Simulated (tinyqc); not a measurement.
# Random telegraph noise from one oxide trap in a small MOSFET, step by step

Computed by the program tinyqc: `OMP_NUM_THREADS=1 python tinyqc.py 2710124 2710125 out.jsonl`, one thread of a shared Intel Xeon 2.30GHz, about 0.01 s for the whole run. Printed values are rounded.

An acceptor-like trap exchanges electrons with the channel. Inversion charge Q = Cox u, u = n Vt W0(exp((Vg - VT)/(n Vt))), W0 the Lambert function, n = nf, Cox = eps0 eox/tox; linear regime Id = (W/L) mu Q Vd. Relative to threshold the surface potential rises by Vt ln(u/u0) and the oxide voltage by the rest of Vg - VT, with u0 = n Vt W0(1).

Inputs (values chosen for the exercise); values of the order met in silicon transistors:
- T = 200 K (temperature)
- eox = 3.9 (relative permittivity of the gate insulator (close to silicon dioxide))
- tox = 2 nm (insulator thickness)
- xt = 0.63 nm (depth of the trap from the channel interface)
- E0 = 0.01 eV (trap level above the channel Fermi level at threshold)
- s0 = 9e-17 cm^2 (capture prefactor)
- EB = 0.24 eV (capture barrier (lattice relaxation))
- lt = 0.19 nm (tunnelling decay length)
- vth = 1.2e7 cm/s (thermal velocity)
- zi = 1.7 nm (thickness of the inversion layer)
- VT = 0.52 V (threshold voltage)
- nf = 1.22 (body factor)
- W = 260 nm (gate width)
- L = 170 nm (gate length)
- mu = 360 cm^2/(V s) (mobility)
- asc = 2.4e-16 V s (scattering coefficient of the charged trap)
- Vd = 0.02 V (drain voltage)
- Vg = 0.48 V (gate voltage)

Constants: q = 1.602176634e-19 C, kB = 1.380649e-23 J/K, Vt = kB T/q, eps0 = 8.8541878128e-14 F/cm where lengths are in cm. Results are converted to the units shown.

Range of the model: VT is taken as given; short-channel effects and the uneven flow of current among few electrons are left out.

## Trap level, time constants and occupancy

N = Cox u/q; dpsi = Vt ln(u/u0); E = E0 - dpsi - (xt/tox)(Vg - VT - dpsi); capture time tc = 1/[(N/zi) vth s0 exp(-xt/lt - EB/Vt)]; emission time te = tc exp(-E/Vt); occupancy te/(tc + te).

u = 0.002752443 V
N = 2.966137e10 cm^-2
dpsi = -0.02526846 V
E = 0.03990890 eV
tc = 0.1631536 s
te = 0.01610412 s
occupancy = 0.08983776

The trap lies 2.3 Vt above the Fermi level, so it is filled 8.98 % of the time.

## Step height

A = W L; threshold step dV = q (1 - xt/tox)/(Cox A); gm/Id = 1/(u + n Vt); relative step dI/I = (gm/Id) dV + asc mu/A. Id as defined.

electrons in the channel N A = 13.11033
dV = 0.1438121 mV
gm/Id = 42.05438 1/V
number part of dI/I = 0.6047928 %
dI/I = 0.6243403 %
Id = 0.05233095 uA
dI = 0.3267232 nA

## Lorentzian spectrum

Spectrum S(f) = 4 dI^2/{(tc + te)[(1/tc + 1/te)^2 + (2 pi f)^2]}; corner fc = (1/tc + 1/te)/(2 pi); variance dI^2 tc te/(tc + te)^2. Give S at f = 0, at fc and at 10 fc.

fc = 10.85837 Hz
S(0) = 5.117446e-22 A^2/Hz
S(fc) = 2.558723e-22 A^2/Hz
S(10 fc) = 5.066779e-24 A^2/Hz
rms current = 0.09342623 nA

The rms value is 0.286 of the step; it reaches its largest share, 1/2, when tc = te.
